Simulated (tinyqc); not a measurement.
What each form factor does: empirical-pseudopotential levels.

Empirical pseudopotential on the fcc lattice, atoms at +/- tau, tau = a (1,1,1)/8, no spin-orbit coupling. H(G,G') = c (2 pi/a)^2 |k + G|^2 delta + VS(q) cos(q.tau) + i VA(q) sin(q.tau), q = G - G', c = hbar^2/2m0; k and G in units of 2 pi/a; VS at |q|^2 = 3, 8, 11 and VA at 3, 4, 11, in rydberg, zero elsewhere. The basis is fixed: all 89 G with |G|^2 up to Gcut. Energies are counted from the fourth level at Gamma.

Constants: hbar^2/2m0 = 3.80998211 eV angstrom^2; Ry = 13.60569312 eV.

Values chosen for the exercise (near those of InAs; shifted at random, so the results belong to these values and not to a real crystal):
- a = 6.032 angstrom (lattice constant)
- VS3 = -0.214 Ry
- VS8 = -0 Ry
- VS11 = 0.051 Ry
- VA3 = 0.082 Ry
- VA4 = 0.048 Ry
- VA11 = 0.031 Ry
- Gcut = 19 (2 pi/a)^2 (largest |G|^2 of the fixed basis)

Lowest empty singlet and triplet at Gamma and the valence width there (fixed basis); lowest empty level at X = (1,0,0) and L = (1/2,1/2,1/2) from the valence top, these levels and that top with all |k + G|^2 up to 21. Singlet and triplet count orbital degeneracy. VS3 is VS at |q|^2 = 3, and so on. The row for a keeps the form factors fixed, so it is no model of a real expansion, which changes them too.

One parameter was then changed.

Results before and after:

| case | singlet (eV) | triplet (eV) | X (eV) | L (eV) | width (eV) |
|---|---|---|---|---|---|
| base | 0.460 | 4.432 | 1.931 | 1.442 | 11.280 |
| changed | 0.852 | 4.334 | 1.930 | 1.624 | 11.079 |

Which of these changes was made? (a) VS8 = 0.01 Ry; (b) a = 6.092 angstrom; (c) VA11 = 0.041 Ry; (d) VA3 = 0.092 Ry; (e) VS3 = -0.204 Ry; (f) VS11 = 0.061 Ry; (g) VA4 = 0.058 Ry.

Answer: (a) VS8 = 0.01 Ry. Of the candidates, run in turn, only this one gives the changed row.

All candidates:

| case | singlet (eV) | triplet (eV) | X (eV) | L (eV) | width (eV) |
|---|---|---|---|---|---|
| base | 0.460 | 4.432 | 1.931 | 1.442 | 11.280 |
| a = 6.092 angstrom | 0.514 | 4.459 | 2.051 | 1.527 | 11.066 |
| VS3 = -0.204 Ry | 0.437 | 4.295 | 1.680 | 1.310 | 11.266 |
| VS8 = 0.01 Ry | 0.852 | 4.334 | 1.930 | 1.624 | 11.079 |
| VS11 = 0.061 Ry | 0.936 | 4.585 | 2.177 | 1.754 | 11.032 |
| VA3 = 0.092 Ry | 0.574 | 4.574 | 2.145 | 1.538 | 11.346 |
| VA4 = 0.058 Ry | 0.514 | 4.641 | 1.963 | 1.640 | 11.361 |
| VA11 = 0.041 Ry | 0.195 | 4.413 | 1.793 | 1.328 | 11.418 |

Computed by tinyqc, a small Python program: `OMP_NUM_THREADS=1 python tinyqc.py 1050601 1050602 out.jsonl` (the numbers bound the seed that draws the inputs); one thread of a shared host (Intel(R) Xeon(R) Processor @ 2.30GHz), about 0.5 s for the whole set of steps.
